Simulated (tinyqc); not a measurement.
# Worked calculation: resistance of a tapered via with liner, size effect and interface

Computed by the program tinyqc: `OMP_NUM_THREADS=1 python tinyqc.py 2750195 2750196 out.jsonl`, one thread of a shared Intel Xeon 2.30GHz, about 0.01 s for the whole run. Printed values are rounded.

A round via whose diameter grows from db at the bottom as D(z) = db + 2 z/tan(ang). The fill, of diameter D - 2 tl, starts above the bottom liner (thickness fb tl) and has rho = rho0 (1 + ks lam/(D - 2 tl)); the sidewall liner conducts in parallel with it. The bottom liner and the interface are crossed over the full area pi db^2/4. Spreading in the lines above and below is left out.

Inputs (values chosen for the exercise); fill metal close to cobalt:

| symbol | value | unit | meaning |
|---|---|---|---|
| db | 28 | nm | diameter at the bottom |
| hv | 52 | nm | height |
| ang | 87 | degrees | sidewall angle |
| rho0 | 6.38 | uohm cm | bulk resistivity of the fill |
| lam | 11.8 | nm | mean free path of the fill |
| ks | 0.7 |  | size-effect factor |
| tl | 1.7 | nm | liner on the sidewall |
| fb | 1 |  | liner at the bottom over that on the sidewall |
| rl | 210 | uohm cm | resistivity of the liner |
| ri | 1.4e-12 | ohm cm^2 | interface resistivity at the bottom |
| Sb | 1e15 | S/m^2 | ballistic conductance per area, about 3/(4 rho0 lam) |

## Slices of the via

Slices between z0 = fb tl and hv, evaluated at their midpoints: conductance per length pi/4 [(D - 2 tl)^2/rho + (D^2 - (D - 2 tl)^2)/rl], slice resistance = slice height over that. 7 slices.

| slice | z (nm) | D (nm) | rho (uohm cm) | slice resistance (ohm) |
|---|---|---|---|---|
| 0 | 5.29286 | 28.5548 | 8.47498 | 1.21129 |
| 1 | 12.4786 | 29.3079 | 8.41408 | 1.13418 |
| 2 | 19.6643 | 30.0611 | 8.35662 | 1.06412 |
| 3 | 26.85 | 30.8143 | 8.30231 | 1.00029 |
| 4 | 34.0357 | 31.5675 | 8.25091 | 0.941976 |
| 5 | 41.2214 | 32.3206 | 8.20219 | 0.888569 |
| 6 | 48.4071 | 33.0738 | 8.15594 | 0.839536 |

## Total resistance

R_fill = sum of the slices; R_bottom = rl fb tl/(pi db^2/4); R_interface = ri/(pi db^2/4); ballistic (Sharvin) limit 1/(Sb pi (db - 2 tl)^2/4); ideal cylinder rho0 hv/(pi db^2/4).

parts (ohm): fill 7.07996, bottom liner 5.79779, interface 0.227364
R = 13.1051 ohm
shares (%): fill 54.0244, bottom liner 44.2407, interface 1.7349
ballistic limit = 2.10397 ohm
ideal cylinder = 5.38788 ohm

The fill is the largest part, and R is 2.43 times the ideal cylinder. With 2000 slices R = 13.107 ohm.
